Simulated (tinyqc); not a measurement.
Worked calculation: MP2 on RHF in the 6-311g basis, for H2, spin multiplicity 1. Computed by tinyqc, a small Python program that keeps every step (integrals from PySCF). Settings: charge = 0, multiplicity = 1, basis = 6-311g, method = RHF, energy threshold = 1e-10, iteration cap = 90, orthogonalisation = symmetric, start = atomic densities, DIIS depth = 6. Command: `OMP_NUM_THREADS=1 python tinyqc.py 31995 31996 out.jsonl` (the two numbers bound the seeds that draw the settings). One thread of a shared host (Intel(R) Xeon(R) Processor @ 2.60GHz), about 0.08 s of CPU time with the checks. The early iterations of the SCF are left out here.

## One-electron integrals

Geometry (angstrom):

| atom | x | y | z |
|---|---|---|---|
| H | 0.000000 | 0.000000 | 0.000000 |
| H | 0.000000 | 0.000000 | 0.842000 |

Basis 6-311g: exponents (1/bohr^2) and contraction coefficients of normalised primitives:

| element | l (shell) | exponent | coefficient |
|---|---|---|---|
| H | s (1) | 33.865000 | 0.025494 |
| H | s (1) | 5.094790 | 0.190373 |
| H | s (1) | 1.158790 | 0.852161 |
| H | s (2) | 0.325840 | 1.000000 |
| H | s (3) | 0.102741 | 1.000000 |

Overlap, kinetic and nuclear-attraction integrals over the contracted functions; the nuclear repulsion is the sum of Za Zb / Rab.

nuclear repulsion = 0.62847650 hartree

overlap S, lower triangle:
```
          1H 1s     1H 2s     1H 3s     2H 1s     2H 2s     2H 3s
1H 1s  1.000000
1H 2s  0.706377  1.000000
1H 3s  0.373664  0.788963  1.000000
2H 1s  0.188452  0.366801  0.293884  1.000000
2H 2s  0.366801  0.662011  0.647397  0.706377  1.000000
2H 3s  0.293884  0.647397  0.878045  0.373664  0.788963  1.000000
```

kinetic energy T (hartree), lower triangle:
```
           1H 1s     1H 2s     1H 3s     2H 1s     2H 2s     2H 3s
1H 1s   2.304348
1H 2s   0.549119  0.488760
1H 3s   0.106346  0.184881  0.154112
2H 1s  -0.030881  0.159974  0.070239  2.304348
2H 2s   0.159974  0.234590  0.131707  0.549119  0.488760
2H 3s   0.070239  0.131707  0.123584  0.106346  0.184881  0.154112
```

nuclear attraction V (hartree), lower triangle:
```
           1H 1s      1H 2s      1H 3s      2H 1s      2H 2s      2H 3s
1H 1s  -2.739293
1H 2s  -1.502203  -1.495833
1H 3s  -0.747344  -1.008884  -0.946581
2H 1s  -0.452801  -0.800046  -0.598373  -2.739293
2H 2s  -0.800046  -1.058888  -0.863047  -1.502203  -1.495833
2H 3s  -0.598373  -0.863047  -0.860765  -0.747344  -1.008884  -0.946581
```

core Hamiltonian H = T + V (hartree), lower triangle:
```
           1H 1s      1H 2s      1H 3s      2H 1s      2H 2s      2H 3s
1H 1s  -0.434945
1H 2s  -0.953084  -1.007073
1H 3s  -0.640997  -0.824002  -0.792469
2H 1s  -0.483682  -0.640072  -0.528134  -0.434945
2H 2s  -0.640072  -0.824299  -0.731341  -0.953084  -1.007073
2H 3s  -0.528134  -0.731341  -0.737181  -0.640997  -0.824002  -0.792469
```

## Two-electron integrals

Functions are numbered as in S; the eight-fold symmetry (ij|kl) = (ji|kl) = (kl|ij) leaves the list below.

Two-electron integrals (ij|kl) in chemists' order, unique and non-zero (hartree):
```
(11|11) 1.393035   (21|11) 0.822971   (21|21) 0.509703   (22|11) 0.822904
(22|21) 0.543028   (22|22) 0.644106   (31|11) 0.411256   (31|21) 0.257757
(31|22) 0.279868   (31|31) 0.130794   (32|11) 0.543681   (32|21) 0.365771
(32|22) 0.452669   (32|31) 0.189803   (32|32) 0.325140   (33|11) 0.494021
(33|21) 0.340115   (33|22) 0.445993   (33|31) 0.178035   (33|32) 0.331779
(33|33) 0.361682   (41|11) 0.192140   (41|21) 0.122981   (41|22) 0.137354
(41|31) 0.062747   (41|32) 0.093931   (41|33) 0.088938   (41|41) 0.043735
(42|11) 0.268602   (42|21) 0.181771   (42|22) 0.224774   (42|31) 0.094408
(42|32) 0.160328   (42|33) 0.160754   (42|41) 0.071191   (42|42) 0.136003
(43|11) 0.190054   (43|21) 0.130284   (43|22) 0.166186   (43|31) 0.067998
(43|32) 0.120491   (43|33) 0.123921   (43|41) 0.051495   (43|42) 0.103662
(43|43) 0.080803   (44|11) 0.622588   (44|21) 0.432933   (44|22) 0.564760
(44|31) 0.226982   (44|32) 0.411738   (44|33) 0.424490   (44|41) 0.192140
(44|42) 0.410351   (44|43) 0.321815   (44|44) 1.393035   (51|11) 0.410351
(51|21) 0.256380   (51|22) 0.276904   (51|31) 0.129974   (51|32) 0.187417
(51|33) 0.175337   (51|41) 0.071191   (51|42) 0.108754   (51|43) 0.078201
(51|44) 0.268602   (51|51) 0.136003   (52|11) 0.489178   (52|21) 0.327065
(52|22) 0.398819   (52|31) 0.169329   (52|32) 0.284098   (52|33) 0.285802
(52|41) 0.100689   (52|42) 0.179951   (52|43) 0.136397   (52|44) 0.489178
(52|51) 0.179951   (52|52) 0.282285   (53|11) 0.376604   (53|21) 0.257109
(53|22) 0.329471   (53|31) 0.134139   (53|32) 0.241349   (53|33) 0.254874
(53|41) 0.081290   (53|42) 0.155535   (53|43) 0.121558   (53|44) 0.438173
(53|51) 0.142893   (53|52) 0.242314   (53|53) 0.218927   (54|11) 0.432933
(54|21) 0.299216   (54|22) 0.388053   (54|31) 0.156613   (54|32) 0.283405
(54|33) 0.294334   (54|41) 0.122981   (54|42) 0.256380   (54|43) 0.201904
(54|44) 0.822971   (54|51) 0.181771   (54|52) 0.327065   (54|53) 0.295277
(54|54) 0.509703   (55|11) 0.564760   (55|21) 0.388053   (55|22) 0.503427
(55|31) 0.202893   (55|32) 0.370620   (55|33) 0.393560   (55|41) 0.137354
(55|42) 0.276904   (55|43) 0.219587   (55|44) 0.822904   (55|51) 0.224774
(55|52) 0.398819   (55|53) 0.366840   (55|54) 0.543028   (55|55) 0.644106
(61|11) 0.321815   (61|21) 0.201904   (61|22) 0.219587   (61|31) 0.102483
(61|32) 0.149013   (61|33) 0.139886   (61|41) 0.051495   (61|42) 0.078201
(61|43) 0.056362   (61|44) 0.190054   (61|51) 0.103662   (61|52) 0.136397
(61|53) 0.108337   (61|54) 0.130284   (61|55) 0.166186   (61|61) 0.080803
(62|11) 0.438173   (62|21) 0.295277   (62|22) 0.366840   (62|31) 0.153315
(62|32) 0.264052   (62|33) 0.270424   (62|41) 0.081290   (62|42) 0.142893
(62|43) 0.108337   (62|44) 0.376604   (62|51) 0.155535   (62|52) 0.242314
(62|53) 0.208655   (62|54) 0.257109   (62|55) 0.329471   (62|61) 0.121558
(62|62) 0.218927   (63|11) 0.416843   (63|21) 0.287544   (63|22) 0.379068
(63|31) 0.150633   (63|32) 0.283001   (63|33) 0.310822   (63|41) 0.081205
(63|42) 0.152898   (63|43) 0.119685   (63|44) 0.416843   (63|51) 0.152898
(63|52) 0.259244   (63|53) 0.237160   (63|54) 0.287544   (63|55) 0.379068
(63|61) 0.119685   (63|62) 0.237160   (63|63) 0.278843   (64|11) 0.226982
(64|21) 0.156613   (64|22) 0.202893   (64|31) 0.081940   (64|32) 0.148316
(64|33) 0.154504   (64|41) 0.062747   (64|42) 0.129974   (64|43) 0.102483
(64|44) 0.411256   (64|51) 0.094408   (64|52) 0.169329   (64|53) 0.153315
(64|54) 0.257757   (64|55) 0.279868   (64|61) 0.067998   (64|62) 0.134139
(64|63) 0.150633   (64|64) 0.130794   (65|11) 0.411738   (65|21) 0.283405
(65|22) 0.370620   (65|31) 0.148316   (65|32) 0.274794   (65|33) 0.296671
(65|41) 0.093931   (65|42) 0.187417   (65|43) 0.149013   (65|44) 0.543681
(65|51) 0.160328   (65|52) 0.284098   (65|53) 0.264052   (65|54) 0.365771
(65|55) 0.452669   (65|61) 0.120491   (65|62) 0.241349   (65|63) 0.283001
(65|64) 0.189803   (65|65) 0.325140   (66|11) 0.424490   (66|21) 0.294334
(66|22) 0.393560   (66|31) 0.154504   (66|32) 0.296671   (66|33) 0.332625
(66|41) 0.088938   (66|42) 0.175337   (66|43) 0.139886   (66|44) 0.494021
(66|51) 0.160754   (66|52) 0.285802   (66|53) 0.270424   (66|54) 0.340115
(66|55) 0.445993   (66|61) 0.123921   (66|62) 0.254874   (66|63) 0.310822
(66|64) 0.178035   (66|65) 0.331779   (66|66) 0.361682
```

## Orthogonalisation

S = U s U^T; symmetric (Loewdin) form X = U s^(-1/2) U^T, so that X^T S X = 1.

eigenvalues of S: 0.038332  0.135232  0.223297  0.804107  1.009864  3.789169

X, lower triangle:
```
           1H 1s      1H 2s      1H 3s      2H 1s      2H 2s     2H 3s
1H 1s   1.375522
1H 2s  -0.753927   2.307798
1H 3s   0.216305  -1.110172   2.600268
2H 1s   0.021589  -0.010313  -0.036813   1.375522
2H 2s  -0.010313  -0.529832   0.341956  -0.753927   2.307798
2H 3s  -0.036813   0.341956  -1.427133   0.216305  -1.110172  2.600268
```

## Starting guess

The start is atomic minimal-basis densities projected into this basis (PySCF's MINAO start) and scaled to the electron count of each spin; this density is not idempotent, so its energy is not variational and may lie below the converged one.

D at the start, lower triangle:
```
           1H 1s      1H 2s     1H 3s     2H 1s     2H 2s     2H 3s
1H 1s   0.095811
1H 2s   0.155762   0.253366
1H 3s   0.098339   0.159805  0.100965
2H 1s   0.001736  -0.000844  0.003511  0.095811
2H 2s  -0.000844  -0.007337  0.001944  0.155762  0.253366
2H 3s   0.003511   0.001944  0.005377  0.098339  0.159805  0.100965
```

## Iteration 6 (converged): orbitals

converged F (hartree), lower triangle:
```
           1H 1s      1H 2s      1H 3s      2H 1s      2H 2s      2H 3s
1H 1s   0.629132
1H 2s  -0.406654  -0.337214
1H 3s  -0.448243  -0.376597  -0.259753
2H 1s  -0.458225  -0.470374  -0.415686   0.629132
2H 2s  -0.470374  -0.465147  -0.397146  -0.406654  -0.337214
2H 3s  -0.415686  -0.397146  -0.280404  -0.448243  -0.376597  -0.259753
```

Diagonalise F' = X^T F X, C = X C', fill 1 alpha and 1 beta electrons from the bottom; D = 2 C_occ C_occ^T. Each column has its largest component positive (the first on a tie).

F' = X^T F X (hartree), lower triangle:
```
           1          2          3          4          5         6
1   1.703188
2  -1.174579   0.946826
3   0.011049  -0.381360   0.191042
4  -0.203789  -0.189413  -0.134809   1.703188
5  -0.189413  -0.219551  -0.030973  -1.174579   0.946826
6  -0.134809  -0.030973  -0.129783   0.011049  -0.381360  0.191042
```

orbital energies (hartree): MO1 -0.566616, MO2 0.152306, MO3 0.314346, MO4 0.608253, MO5 2.540203, MO6 2.633619

coefficients C:
```
            MO1        MO2        MO3        MO4        MO5        MO6
1H 1s  0.177936   0.089810  -0.046835  -0.094143  -1.118143  -1.099160
1H 2s  0.302580   0.011580  -0.756118  -1.550034   1.226549   1.718765
1H 3s  0.141765   1.939086   0.863970   2.041012  -0.482461  -1.127194
2H 1s  0.177936  -0.089810  -0.046835   0.094143  -1.118143   1.099160
2H 2s  0.302580  -0.011580  -0.756118   1.550034   1.226549  -1.718765
2H 3s  0.141765  -1.939086   0.863970  -2.041012  -0.482461   1.127194
```

D after iteration 6, lower triangle:
```
          1H 1s     1H 2s     1H 3s     2H 1s     2H 2s     2H 3s
1H 1s  0.063322
1H 2s  0.107680  0.183109
1H 3s  0.050450  0.085791  0.040195
2H 1s  0.063322  0.107680  0.050450  0.063322
2H 2s  0.107680  0.183109  0.085791  0.107680  0.183109
2H 3s  0.050450  0.085791  0.040195  0.050450  0.085791  0.040195
```

## Convergence

Stop when the energy changes by less than 1e-10 hartree and every element of the error matrix X^T (F D S - S D F) X is below 3e-06.

Course of the cycle:

| iteration | E (hartree) | change | largest element of the error matrix |
|---|---|---|---|
| 1 | -0.79305347 | - | 8.44e-02 |
| 2 | -1.12030225 | -3.27e-01 | 1.19e-02 |
| 3 | -1.12103280 | -7.31e-04 | 2.80e-03 |
| 4 | -1.12106860 | -3.58e-05 | 1.78e-04 |
| 5 | -1.12106868 | -8.40e-08 | 1.42e-06 |
| 6 | -1.12106868 | -9.90e-12 | 1.92e-09 |

PySCF RHF in the same basis = -1.12106868 hartree

Converged in 6 iterations.

## Populations, bond orders and dipole

Mulliken: Z minus the diagonal of D S on the atom; Loewdin: the same with S^(1/2) D S^(1/2); Mayer order: 2 sum_s sum (D(s) S)_ij (D(s) S)_ji over the two atoms.

Charges (e):

| atom | Mulliken | Loewdin |
|---|---|---|
| 1H | 0 | 0.000000 |
| 2H | 0 | 0 |

Mayer bond orders:

| pair | order |
|---|---|
| 2-1 | 1.000000 |

dipole moment about the origin, x y z (debye): 0.000000  0.000000  0.000000

## Integrals over molecular orbitals

(pq|rs) = sum C_ip C_jq C_kr C_ls (ij|kl), one index at a time.

one-electron integrals over orbitals h = C^T H C (hartree), lower triangle:
```
           1          2          3          4         5         6
1  -1.182929
2   0.000000  -0.503283
3   0.128736   0.000000  -0.353918
4   0.000000   0.208405   0.000000  -0.261407
5   0.082639   0.000000  -0.160079   0.000000  1.379114
6   0.000000   0.024851   0.000000  -0.218395  0.000000  1.421490
```

Two-electron integrals over orbitals (pq|rs), unique and non-zero (hartree):
```
(11|11) 0.616314    (21|21) 0.055286    (22|11) 0.355438    (22|22) 0.303784
(31|11) -0.128736   (31|22) -0.029618   (31|31) 0.054673    (32|21) 0.020571
(32|32) 0.035871    (33|11) 0.361468    (33|22) 0.276074    (33|31) -0.037205
(33|33) 0.281784    (41|21) -0.068045   (41|32) -0.002568   (41|41) 0.103360
(42|11) -0.138225   (42|22) -0.049787   (42|31) 0.042605    (42|33) -0.047921
(42|42) 0.058019    (43|21) 0.037002    (43|32) 0.017310    (43|41) -0.045192
(43|43) 0.031508    (44|11) 0.486510    (44|22) 0.330090    (44|31) -0.082217
(44|33) 0.311983    (44|42) -0.103509   (44|44) 0.423287    (51|11) -0.082639
(51|22) -0.012857   (51|31) 0.046590    (51|33) -0.022059   (51|42) 0.027799
(51|44) -0.056958   (51|51) 0.081158    (52|21) -0.003272   (52|32) 0.003839
(52|41) 0.010876    (52|43) -0.009263   (52|52) 0.013096    (53|11) 0.103334
(53|22) 0.033350    (53|31) -0.038404   (53|33) 0.034901    (53|42) -0.035603
(53|44) 0.071526    (53|51) -0.042650   (53|53) 0.035336    (54|21) 0.012247
(54|32) -0.018692   (54|41) -0.036226   (54|43) 0.013514    (54|52) -0.020731
(54|54) 0.046483    (55|11) 0.621124    (55|22) 0.350426    (55|31) -0.136046
(55|33) 0.360566    (55|42) -0.141022   (55|44) 0.491544    (55|51) -0.123338
(55|53) 0.121707    (55|55) 0.678826    (61|21) -0.028918   (61|32) 0.016281
(61|41) 0.062371    (61|43) -0.029981   (61|52) 0.028906    (61|54) -0.060147
(61|61) 0.087956    (62|11) -0.026884   (62|22) 0.009795    (62|31) 0.022184
(62|33) -0.002329   (62|42) 0.006008    (62|44) -0.012904   (62|51) 0.035977
(62|53) -0.016038   (62|55) -0.046641   (62|62) 0.023416    (63|21) 0.031052
(63|32) -0.002764   (63|41) -0.050720   (63|43) 0.021988    (63|52) -0.010996
(63|54) 0.030230    (63|61) -0.046499   (63|63) 0.032543    (64|11) 0.140383
(64|22) 0.029436    (64|31) -0.060603   (64|33) 0.044488    (64|42) -0.047044
(64|44) 0.092365    (64|51) -0.075068   (64|53) 0.050751    (64|55) 0.175649
(64|62) -0.036885   (64|64) 0.088810    (65|21) 0.092339    (65|32) 0.004241
(65|41) -0.141912   (65|43) 0.070434    (65|52) -0.035863   (65|54) 0.084087
(65|61) -0.131478   (65|63) 0.089010    (65|65) 0.265174    (66|11) 0.650042
(66|22) 0.366575    (66|31) -0.151184   (66|33) 0.367903    (66|42) -0.154220
(66|44) 0.521316    (66|51) -0.155864   (66|53) 0.138785    (66|55) 0.721983
(66|62) -0.055587   (66|64) 0.200682    (66|66) 0.786993
```

## Second-order Moller-Plesset energy

Hartree-Fock energy = -1.12106868 hartree

E2 = sum_ijab (ia|jb) [2 (ia|jb) - (ib|ja)] / (e_i + e_j - e_a - e_b) over occupied i, j and virtual a, b; the opposite-spin part is (ia|jb)^2 / denominator, the rest is same-spin, and SCS-MP2 scales them by 6/5 and 1/3.

Terms:

| i | j | a | b | (ia\|jb) | (ib\|ja) | denominator | term |
|---|---|---|---|---|---|---|---|
| 1 | 1 | 4 | 4 | 0.103360 | 0.103360 | -2.349737 | -0.004547 |
| 1 | 1 | 4 | 2 | -0.068045 | -0.068045 | -1.893791 | -0.002445 |
| 1 | 1 | 2 | 4 | -0.068045 | -0.068045 | -1.893791 | -0.002445 |
| 1 | 1 | 2 | 2 | 0.055286 | 0.055286 | -1.437844 | -0.002126 |
| 1 | 1 | 3 | 3 | 0.054673 | 0.054673 | -1.761924 | -0.001696 |
| 1 | 1 | 6 | 6 | 0.087956 | 0.087956 | -6.400470 | -0.001209 |
| 1 | 1 | 5 | 5 | 0.081158 | 0.081158 | -6.213637 | -0.001060 |
| 1 | 1 | 4 | 6 | 0.062371 | 0.062371 | -4.375104 | -0.000889 |
| 1 | 1 | 6 | 4 | 0.062371 | 0.062371 | -4.375104 | -0.000889 |
| 1 | 1 | 5 | 3 | 0.046590 | 0.046590 | -3.987780 | -0.000544 |
| 1 | 1 | 3 | 5 | 0.046590 | 0.046590 | -3.987780 | -0.000544 |
| 1 | 1 | 2 | 6 | -0.028918 | -0.028918 | -3.919157 | -0.000213 |
| 1 | 1 | 6 | 2 | -0.028918 | -0.028918 | -3.919157 | -0.000213 |

Pair energies (hartree; pair i-j sums ij and ji):

| pair | opposite spin | same spin |
|---|---|---|
| 1-1 | -0.018821 | 0 |

MP2 correlation energy = -0.01882113 hartree

SCS-MP2 correlation energy = -0.02258535 hartree

MP2 total energy = -1.13988981 hartree
